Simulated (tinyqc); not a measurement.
Sheet resistance and Hall data of a diffused or implanted layer: one step, computed by the program tinyqc.

Carriers are taken equal to the net active doping down to the junction (full ionisation, which deep dopants in wide-gap hosts do not reach; no spill-over, no depletion), and the Hall factor is 1.

Task: Profile. N(x) = N_0 exp(-(x - R_p)^2/(2 l^2)) for x > 0, dose N_0 l sqrt(pi/2) erfc(-R_p/(l sqrt 2)), junction x_j = R_p + l sqrt(2 ln(N_0/N_B)); the layer starts at x_0 = max(0, 2 R_p - x_j). Mobility mu = mu_min + (mu_max - mu_min)/(1 + (N_t/N_ref)^alpha), N_t = active doping + N_B; carriers n = active doping - N_B, all dopants active. sigma = e n mu.

Inputs (values chosen for the exercise, modelled on donors in GaAs):
```
quantity                                 value        unit
mu_min                                     487  cm^2/(V s)
mu_max                                    9560  cm^2/(V s)
N_ref                                    6e+16      1/cm^3
exponent alpha                             0.4           -
peak concentration N_0                 4.6e+17      1/cm^3
length scale l                              36          nm
background doping N_B (opposite type)  1.5e+16      1/cm^3
projected range R_p                         98          nm
```

Profile: buried Gaussian (implant). Activation: complete.

Constants: e = 1.602176634e-19 C.

Give: Depth, doping, carriers, mobility and conductivity at 2, 10, 20, 35, 50, 65, 80, 90 and 98 % of the layer.

Result:

Depth, doping, carriers, mobility and conductivity at 2, 10, 20, 35, 50, 65, 80, 90 and 98 % of the layer:
```
x (nm)  N (1/cm^3)  n (1/cm^3)  mu (cm^2/(V s))  sigma (S/cm)
7.6      1.962e+16   4.618e+15             5520           4.1
22.6     5.144e+16   3.644e+16             4931          28.8
41.5     1.341e+17   1.191e+17             4206          80.3
69.7     3.380e+17   3.230e+17             3480         180.1
98.0     4.600e+17   4.450e+17             3247         231.5
126.3    3.380e+17   3.230e+17             3480         180.1
154.5    1.341e+17   1.191e+17             4206          80.3
173.4    5.144e+16   3.644e+16             4931          28.8
188.4    1.962e+16   4.618e+15             5520           4.1
```

The mobility varies by a factor 1.7 across these points and the conductivity by 56.7.
